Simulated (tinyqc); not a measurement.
Inside a calculation. Model: threshold of a short bulk MOSFET: charge sharing, barrier lowering, narrow width.

Program tinyqc, `OMP_NUM_THREADS=1 python tinyqc.py 2002096 2002097 out.jsonl`; Intel Xeon 2.30GHz, shared host, one thread, about 0.01 s. Printed values are rounded.

n-channel device on a p-type body, depletion approximation, full ionisation. Uniform doping N = Na. Vbi from Boltzmann statistics is rough for the degenerate source. Cox = eps0 eox/tox.

Values chosen for this exercise; band and dielectric values close to those of silicon:
- T = 250 K (temperature)
- Eg = 1.11 eV (band gap)
- eps_r = 11.8 (relative permittivity)
- Nc = 2.11e19 cm^-3 (conduction-band density of states at T)
- Nv = 1.99e19 cm^-3 (valence-band density of states at T)
- eox = 24.7 (relative permittivity of the gate insulator (close to zirconium oxide))
- tox = 7.5 nm (insulator thickness)
- Na = 1e17 cm^-3 (channel doping)
- Nsd = 1e20 cm^-3 (source and drain doping)
- Vfb = -0.98 V (flat-band voltage for the doping Na)
- xj = 130 nm (junction depth)
- Vbs = -0.5 V (body-source voltage)
- Vds = 0.5 V (drain-source voltage)
- W = 860 nm (gate width)
- xw = 0 (shape factor of the fringing depletion at the width edges)
- L = 300 nm (channel length)

Constants: q = 1.602176634e-19 C, kB = 1.380649e-23 J/K, Vt = kB T/q, eps0 = 8.8541878128e-14 F/cm where lengths are in cm. Results are converted to the units shown.

## Long-channel threshold and scales

ni = sqrt(Nc Nv) exp(-Eg/(2 Vt)), Eg in volts; 2 pB = 2 Vt ln(N/ni); flat band Vfb - Vt ln(N/Na); Wd = sqrt(2 eps0 eps_r (2 pB - Vbs)/(q N)); body term q N Wd/Cox; long-channel VT0 = flat band + 2 pB + body term; Vbi = Vt ln(N Nsd/ni^2); scale length l = sqrt((eps_r/eox) tox Wd).

N = 1e17 cm^-3
2 pB = 0.8806677 V
flat band = -0.98 V
Wd = 134.1899 nm
body term = 0.07373025 V
VT0 = -0.02560204 V
Vbi = 1.029484 V
l = 21.92719 nm

## Short-channel and narrow-width shifts

Charge sharing (trapezoid; it ignores Vds): F = (xj/L)(sqrt(1 + 2 Wd/xj) - 1), lowering = body term times F. Barrier lowering: th = exp(-L/(2 l)) + 2 exp(-L/l), lowering = th [2 (Vbi - 2 pB) + Vds], DIBL = th. Narrow width: rise = body term times xw Wd/W. VT by each model = VT0 - lowering + rise.

F = 0.3252426
lowering by charge sharing = 23.98022 mV
th = 0.001071512
lowering of the barrier = 0.8546722 mV
DIBL = 1.071512 mV/V
narrow-width rise = 0 mV
VT, charge sharing = -0.04958226 V
VT, barrier lowering = -0.02645671 V

L is 13.7 scale lengths. The charge-sharing lowering is 28.1 times the barrier lowering; the first falls off as 1/L and the second exponentially. Both describe the same loss of gate control, so they are alternatives and are not added.
